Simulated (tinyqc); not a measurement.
Strain-driven roughening and islands of a mismatched epitaxial film: one step, computed by the program tinyqc.

Film and substrate share isotropic elastic constants; the film is coherent and biaxially strained.

Task: Wetting layer. The surface energy depends on thickness as gamma + (gamma_s - gamma) exp(-h/delta). Its curvature adds W2 = (gamma_s - gamma) exp(-h/delta)/delta^2 to the restoring terms; the flat film is stable while W2 > (1 + nu)^2 w^2/gamma, which gives h_c = delta ln[(gamma_s - gamma) gamma/(delta^2 (1 + nu)^2 w^2)], or 0 if negative.

Inputs (values chosen for the exercise, modelled on In(0.5)Ga(0.5)As on GaAs):

| quantity | value | unit |
|---|---|---|
| Poisson ratio nu | 0.3 | - |
| surface energy gamma | 0.812 | J/m^2 |
| wetting energy gamma_s - gamma | 0.33 | J/m^2 |
| decay length of wetting delta | 0.25 | nm |

energy density w = 159.9354 MJ/m^3

Give: wetting-layer thickness h_c.

Result:

wetting-layer thickness h_c = 1.1492 nm

Layer-by-layer growth up to h_c, then roughening: the Stranski-Krastanov mode.
